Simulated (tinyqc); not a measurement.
A spin-degenerate level with charging energy between two leads, rate equations: one step of the calculation.

States 0, up, down and 2 with energies 0, e1 - Ez/2, e1 + Ez/2 and 2 e1 + U. mu_L = +V/2, mu_R = -V/2 (meV), f(x) = 1/(1 + exp(x/kB T)). A transition that adds one electron of given spin at the energy E has the rate G f(E - mu) from each lead, and its reverse G [1 - f(E - mu)]. I counts electrons leaving the left lead, times q.

Task. Time step. Explicit Euler step: p(new) = p + dt W p.

Inputs (values chosen for the exercise): time step dt = 1.1 ns.

W (1/ns):
```
               0          up        down           2
0     -2.0676950   0.0001525   0.0001525   0.0000000
up     1.0338475  -0.9801992   0.0000000   0.0539533
down   1.0338475   0.0000000  -0.9801992   0.0539533
2      0.0000000   0.9800467   0.9800467  -0.1079067
```

p after step 1: 0 -1.2744645, up 1.1372322, down 1.1372322, 2 0.0000000

Give: p after step 2.

Result.

p after step 2: 0 1.6246, up -1.5383, down -1.5383, 2 2.4520

Range of the model: Rate equations need hbar G well below kB T; cotunnelling and the Kondo effect are left out.

Numbers from tinyqc (`OMP_NUM_THREADS=1 python tinyqc.py 2780002 2780003 out.jsonl`; about 0.01 s on one thread of a shared Intel Xeon 2.30GHz).
